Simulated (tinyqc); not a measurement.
Rigid-ion and shell models of the dielectric response of an ionic crystal. From one set of inputs to another, one input at a time. Computed by tinyqc, a small Python program. Command: `OMP_NUM_THREADS=1 python tinyqc.py 3029488 3029489 out.jsonl shell ladder`. One thread of a shared host (Intel(R) Xeon(R) Processor @ 2.30GHz), about 0.01 s of CPU time with the checks.

Charges +Z and -Z; 8 nearest neighbours, Madelung constant M = 1.762675, volume per ion pair Omega = 1.539601 d^3. Energy per pair U = -M Z^2 e2/d + 8 A exp(-d/rho), e2 = e^2/(4 pi eps_0). In the shell model the anion is a core of charge Y - Z and a massless shell of charge -Y, joined by the spring k; the repulsion acts on the shell. Each ion feels the Lorentz field E + (4 pi/3) P (Gaussian units).

The inputs printed are set A. Inputs not listed in the table keep their values of set A, so the rows need not describe a real material.

Inputs (values chosen for the exercise, for a model crystal):

| quantity | value | unit |
|---|---|---|
| nearest-neighbour distance d | 2.01 | angstrom |
| ionic charge Z | 2 | e |
| hardness d/rho | 8.02 | - |
| cation mass | 21.3 | u |
| anion mass | 35.45 | u |
| shell charge size Y | 2.23 | e |
| core-shell spring k | 137 | eV/angstrom^2 |
| cation polarisability alpha_+ | 0.24 | angstrom^3 |
| film thickness t | 3.3 | nm |

Structure: caesium chloride.

Constants: e^2/(4 pi eps_0) = 14.39964548 eV angstrom; 1 eV/angstrom^3 = 160.2176634 GPa; nu for 1 eV/(angstrom^2 u) = 15.6333042 THz; 1 THz = 33.35640952 1/cm; eps_0 = 8.8541878128e-12 F/m; h x 1 THz = 4.135667696 meV.

Method:
- Zero pressure fixes 8 A exp(-d/rho) = M Z^2 e2 rho/d^2. Then U = -(M Z^2 e2/d)(1 - rho/d), B = M Z^2 e2 (d/rho - 2)/(9 Omega d), and the spring of one sublattice against the other is R = (1/3) x (Laplacian of the repulsion summed over neighbours) = M Z^2 e2 (d/rho - 2)/(3 d^3), so R = 3 B Omega/d^2.
- Eliminating the shell gives the anion polarisability alpha_- = Y^2 e2/(k + R), the Szigeti charge Z_S = Z - Y R/(k + R) and the softened spring R' = k R/(k + R). With b = 4 pi (alpha_+ + alpha_-)/(3 Omega): eps_inf = (1 + 2b)/(1 - b) (Clausius-Mossotti); Born charge Z* = Z_S (eps_inf + 2)/3.
- mu lambda_TO = R' - (4 pi e2/(3 Omega)) Z_S^2/(1 - b); mu lambda_LO = mu lambda_TO + 4 pi e2 Z*^2/(eps_inf Omega); eps_s = eps_inf lambda_LO/lambda_TO.
- lambda in eV/(angstrom^2 u) gives the wavenumber 15.6333042 x 33.35640952 x sqrt(lambda); mu is the reduced mass.
- Capacitance per area eps_0 eps_s/t; equivalent oxide thickness EOT = t x 3.9/eps_s; the surface optical mode against silicon (eps = 11.7) lies at omega_TO sqrt[(eps_s + 11.7)/(eps_inf + 11.7)], and its squared coupling to channel electrons scales as g = hbar omega_SO [1/(11.7 + eps_inf) - 1/(11.7 + eps_s)], with hbar omega = h c x wavenumber.

Each row keeps all changes above it:

| input moved | from | to | omega_LO (1/cm) | bulk modulus B (GPa) | remote-phonon coupling g (meV) |
|---|---|---|---|---|---|
| set A | - | - | 896.70 | 432.97 | 2.1325 |
| core-shell spring k (eV/angstrom^2) | 137 | 39.8 | 669.96 | 432.97 | 1.6783 |
| cation polarisability alpha_+ (angstrom^3) | 0.24 | 0.56 | 659.71 | 432.97 | 2.3459 |
| nearest-neighbour distance d (angstrom) | 2.01 | 2.77 | 529.21 | 120.04 | 1.2498 |
| hardness d/rho | 8.02 | 8.62 | 536.46 | 132.00 | 1.0686 |
| film thickness t (nm) | 3.3 | 12 | 536.46 | 132.00 | 1.0686 |
| shell charge size Y (e) | 2.23 | 2.22 | 536.99 | 132.00 | 1.0688 |

Which inputs carry the difference?

omega_LO goes from 897 to 537, a factor 0.599 in all. The largest single move comes from core-shell spring k (a factor 0.747). Bulk modulus B goes from 433 to 132, a factor 0.305 in all. The largest single move comes from nearest-neighbour distance d (a factor 0.277). Remote-phonon coupling g goes from 2.13 to 1.07, a factor 0.501 in all. The largest single move comes from nearest-neighbour distance d (a factor 0.533), and cation polarisability alpha_+ works against it (a factor 1.40). The single moves hold for this order of the switches; the total does not depend on the order.

Extremes, crossings and ranges named in words are read from the listed rows.
